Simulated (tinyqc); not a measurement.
Resistive crossbar, vector-matrix product with wire resistance: one step of the calculation.

3 rows and 2 columns. Cell (i, j) joins row node wij to column node bij. Each row is driven at its left end through one wire segment rw; neighbouring nodes along a row or a column are joined by rw; each column ends below the last row in one more rw and a virtual ground, where its current is read. Ideal output: I_j = sum_i V_i G_ij.

Task. Error against the ideal product. Ideal I_j = sum_i V_i G_ij; error = I/ideal - 1.

Values chosen for this exercise: input voltages of the rows V = [0.29, 0.37, 0.19] V.

cell conductances G (uS):
```
       column 1  column 2
row 1       5.3        17
row 2       6.9        58
row 3        19        68
```

column currents (uA): column 1 7.6205353, column 2 38.095829

Wanted: ideal currents; error.

Result.

ideal currents (uA): column 1 7.7000, column 2 39.310
error (%): column 1 -1.032, column 2 -3.089

The largest error is in column 2. All currents fall short, since the wires take part of the voltage.

tinyqc, about 0.01 s, one thread, Intel Xeon 2.30GHz (shared host): `OMP_NUM_THREADS=1 python tinyqc.py 2880107 2880108 out.jsonl`
